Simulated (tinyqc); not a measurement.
Growth with time: grain growth, pinning, strength and diffusional creep of a polycrystal or thin film. Computed by tinyqc, a small Python program. Command: `OMP_NUM_THREADS=1 python tinyqc.py 3017103 3017104 out.jsonl grain walk`. One thread of a shared host (Intel(R) Xeon(R) Processor @ 2.30GHz), about 0.01 s of CPU time with the checks.

One mean grain size d describes the structure.

Inputs (values chosen for the exercise, modelled on nickel): boundary energy gamma = 0.84 J/m^2; mobility prefactor M0 = 2e-07 m^4/(J s); activation energy of boundary motion Q_m = 1.55 eV; anneal temperature T = 834 K; initial grain size d0 = 31 nm; particle volume fraction f = 0.00045; particle radius r = 4.6 nm; film thickness h = 970 nm; surface energy gamma_s = 1.9 J/m^2.

Sample: thin film on a substrate.

Constants: k_B = 8.617333262e-05 eV/K.

Method. M = M0 exp(-Q_m/(k_B T)). The driving pressure is 2 gamma/d. Zener pinning pressure 3 f gamma/(2 r) stops growth at d_Z = 4 r/(3 f). Grooves where boundaries meet the surface have the angle theta = arcsin(gamma/(2 gamma_s)) and are taken to stop growth at d_h = h/(2 theta), a few film thicknesses; the limit is 1/d_lim = 1/d_Z + 1/d_h. dd/dt = 2 M gamma (1/d - 1/d_lim) integrates to 2 M gamma t = d_lim (d0 - d) + d_lim^2 ln[(d_lim - d0)/(d_lim - d)]; without pinning d^2 = d0^2 + 4 M gamma t.

limit d_lim = 1876.37 nm

mobility M = 8.60074e-17 m^4/(J s)

At T:
```
t (s)   free growth (nm)  pinned growth (nm)  d/d_lim
37                 108.0               105.9  0.05646
120                188.8               182.5  0.09728
370                328.5               309.6  0.16500
1200               589.7               529.6  0.28226
3700              1034.5               853.8  0.45502
12000             1862.5              1304.2  0.69508
37000             3270.1              1711.3  0.91202
120000            5888.9              1871.3  0.99732
```

What does the comparison show, and why?

The apparent exponent d ln d/d ln t of the pinned growth is at most about 0.47, below the ideal 1/2, and falls to 0.076 in the last rows: pinning hides it late.
